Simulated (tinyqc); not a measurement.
Worked calculation: Ewald sum of point charges, caesium chloride, strained along z by a factor 1.17, lattice. Computed by tinyqc, a small Python program that keeps every step. Command: `OMP_NUM_THREADS=1 python tinyqc.py 22208 22209 out.jsonl` (the two numbers bound the seeds that draw the settings). One thread of a shared host (Intel(R) Xeon(R) Processor @ 2.60GHz), about 0.04 s of CPU time with the checks.

## Ewald sum with eta = 0.5 1/bohr

cell vectors (rows) (bohr):
$$\begin{pmatrix}
7.130000 & 0.000000 & 0.000000 \\
0.000000 & 7.130000 & 0.000000 \\
0.000000 & 0.000000 & 8.342000
\end{pmatrix}$$

Charges:
```
q                f1        f2        f3
1.000000   0.000000  0.000000  0.000000
-1.000000  0.500000  0.500000  0.500000
```

Real space: 1/2 sum q_i q_j erfc(eta r)/r over all images with r > 0; reciprocal space: (2 pi/V) sum_(G != 0) exp(-G^2/4 eta^2)/G^2 |S(G)|^2 with S(G) = sum q exp(i G.r); self term -eta/sqrt(pi) sum q^2; background -pi Q^2/(2 V eta^2), Q the total charge.

Real-space shells (first ones):
```
r (bohr)   pairs  sum (hartree)
6.543370      16      -4.54e-06
7.130000       8       2.59e-07
8.342000       4       8.78e-10
10.083343      8              0
10.973872     16              0
```

Reciprocal shells (first ones that count):
```
G^2 (1/bohr^2)  vectors  sum (hartree)
0.567309              2       0.118474
0.776570              4       0.140414
2.120449              8       0.026826
3.045805              8       0.007403
3.673589              8       0.003276
3.882851              8       0.002514
5.105777              2       0.000141
6.152085             16       0.000328
6.658918              8       0.000091
6.779870              8       0.000079
6.989131              4       0.000031
8.212058              8       0.000016
```

## The total does not depend on eta

The same sums for other eta.

Totals (hartree per cell):
```
eta            real  reciprocal       self  background        total
0.500000  -4.28e-06    0.299632  -0.564190    0.000000  -0.26456225
0.723000  -2.70e-11    0.551256  -0.815818    0.000000  -0.26456225
0.850000          0    0.694560  -0.959122    0.000000  -0.26456225
```

shortest distance = 6.543370 bohr

Madelung constant -E d / (formula units |q+ q-|) = 1.731129
